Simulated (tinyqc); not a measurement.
Linear model of a band gap against the share of exact exchange: sweeps and comparisons. A value that a table varies takes the place of the one given here.

E(alpha) = E0 + S alpha. A wider gap screens less, modelled in the Penn form eps(alpha) = 1 + (e0 - 1)(EP/(EP + S alpha))^2 with a scale EP chosen for the exercise. A dielectric-dependent hybrid takes alpha = 1/eps.

Inputs chosen for the exercise (of the order of those of diamond; shifted at random, so the results belong to these values and not to a real crystal):
- E0 = 4.16 eV (gap of the semi-local functional)
- S = 7.16 eV (slope dE/d(alpha))
- e0 = 6.44 (optical dielectric constant at alpha = 0)
- EP = 27.9 eV (energy scale of the screening)
- Et = 5.57 eV (target gap)

## Sweep of alpha

Also the exciton scale relative to alpha = 0, (m/m(0))(eps(0)/eps)^2, with a mass proportional to E + D, D = E0/2 + 0.3 eV, a k.p rule for direct gaps only.

Results:

| alpha | E (eV) | eps | alpha eps | exciton scale |
|---|---|---|---|---|
| 0.00 | 4.160 | 6.440 | 0.000 | 1.00 |
| 0.05 | 4.518 | 6.303 | 0.315 | 1.10 |
| 0.10 | 4.876 | 6.171 | 0.617 | 1.21 |
| 0.15 | 5.234 | 6.044 | 0.907 | 1.32 |
| 0.20 | 5.592 | 5.922 | 1.184 | 1.44 |
| 0.25 | 5.950 | 5.804 | 1.451 | 1.57 |
| 0.35 | 6.666 | 5.580 | 1.953 | 1.84 |
| 0.50 | 7.740 | 5.273 | 2.637 | 2.31 |

alpha eps reaches 1 between alpha = 0.15 and 0.2 (fixed point 0.167), and the target gap is met between 0.15 and 0.2. At the fixed point the gap is 5.35 eV, -0.22 eV from the target. From 0 to 0.25 the gap grows by 1.79 eV while eps falls by 10 %; the exciton scale, which takes both, grows by a factor of 1.57 (formal for an indirect gap).

## What each parameter does

Fixed point alpha = 1/eps(alpha), gap and eps there. Each row changes one parameter from the base and keeps the others.

Results:

| case | alpha | E (eV) | eps |
|---|---|---|---|
| base | 0.1666 | 5.353 | 6.003 |
| E0 = 3.744 eV | 0.1666 | 4.937 | 6.003 |
| S = 7.876 eV | 0.1678 | 5.482 | 5.959 |
| e0 = 5.796 | 0.1863 | 5.494 | 5.368 |
| EP = 25.11 eV | 0.1680 | 5.363 | 5.954 |

The largest shifts from the base row, up to three for each result and ties (the steps differ in size, so this ranks the rows, not the parameters). alpha: e0 +0.0197, EP +0.0014, S +0.0012; unchanged at the printed digits by E0. E (eV): E0 -0.416, e0 +0.141, S +0.129. eps: e0 -0.635, EP -0.049, S -0.044; unchanged at the printed digits by E0.

Run: tinyqc, `OMP_NUM_THREADS=1 python tinyqc.py 1880835 1880836 out.jsonl`; Intel(R) Xeon(R) Processor @ 2.30GHz, one thread, shared host; about 0.01 s of CPU time with all checks.
